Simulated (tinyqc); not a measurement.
The diagram with and without ligand: potential-pH (Pourbaix) lines of a metal, its cation, its oxide and an oxyanion, with a complexing ligand. Computed by tinyqc, a small Python program. Command: `OMP_NUM_THREADS=1 python tinyqc.py 3010393 3010394 out.jsonl pourb walk`. One thread of a shared host (Intel(R) Xeon(R) Processor @ 2.30GHz), about 0.02 s of CPU time with the checks.

Potentials are against the standard hydrogen electrode; solids and water have unit activity; dG_f of M, H+ and the electron is zero; F = e N_A and s = R T ln(10)/F. The cation carries z = 3.

Inputs (values chosen for the exercise, modelled on gallium):
```
quantity,value,unit
dG_f of the cation,-162,kJ/mol
dG_f of the oxide,-996.47,kJ/mol
dG_f of the oxyanion,-533.39,kJ/mol
dG_f of water,-237.14,kJ/mol
temperature T,298.15,K
log10 of the dissolved activity a,-3,-
log10 of the stability constant beta of ML,10,-
pKa of HL,9.2,-
total ligand c_L,0.006,mol/L
```

Species: M, M3+, M2O3, MO2(-).

Constants: R = 8.314462618 J/(mol K); e = 1.602176634e-19 C; N_A = 6.02214076e+23 1/mol.

Method. M3+ + 3e = M; (1/2) M2O3 + 3H+ + 3e = M + (3/2) H2O; MO2(-) + 4H+ + 3e = M + 2H2O. For each, E0 = -dG/(z F), and E = E0 + (s/z) log10 a - (s n_H/z) pH, with no activity term for the oxide. The free ligand is c_L/(1 + 10^(pKa - pH)) (ligand in excess); dissolved metal is a in all, so the free cation is a/alpha, alpha = 1 + beta [L]; the cation line drops by (s/z) log10 alpha.

E0 (V): cation -0.559671, oxide -0.492389, oxyanion -0.204211

s = 0.0591593 V

Lines against the metal (V); the species with the lowest line is stable above it:
```
pH,cation,oxide,oxyanion,stable above,cation with ligand,"stable above, ligand"
0,-0.61883,-0.4924,-0.2634,cation,-0.61915,dissolved
2,-0.61883,-0.6107,-0.4211,cation,-0.63224,dissolved
4,-0.61883,-0.7290,-0.5789,oxide,-0.66969,oxide
5,-0.61883,-0.7882,-0.6578,oxide,-0.68939,oxide
6,-0.61883,-0.8473,-0.7366,oxide,-0.70910,oxide
7,-0.61883,-0.9065,-0.8155,oxide,-0.72878,oxide
8,-0.61883,-0.9657,-0.8944,oxide,-0.74803,oxide
9,-0.61883,-1.0248,-0.9733,oxide,-0.76408,oxide
10,-0.61883,-1.0840,-1.0522,oxide,-0.77095,oxide
12,-0.61883,-1.2023,-1.2099,oxyanion,-0.77220,oxyanion
14,-0.61883,-1.3206,-1.3677,oxyanion,-0.77221,oxyanion
```

Without ligand the oxide holds 7 of the eleven rows (pH 4 to 10), with it 7 (pH 4, 5, 6, 7, 8, 9, 10). The ligand acts once beta [L] exceeds 1, from pH = pKa - log10(beta c_L) = 1.4 on; its line then falls by at most s/z per pH unit and flattens beyond pKa, 0.153 V below the free cation at most. The oxide line falls faster, by s per pH unit.

Extremes, crossings and ranges named in words are read from the listed rows.
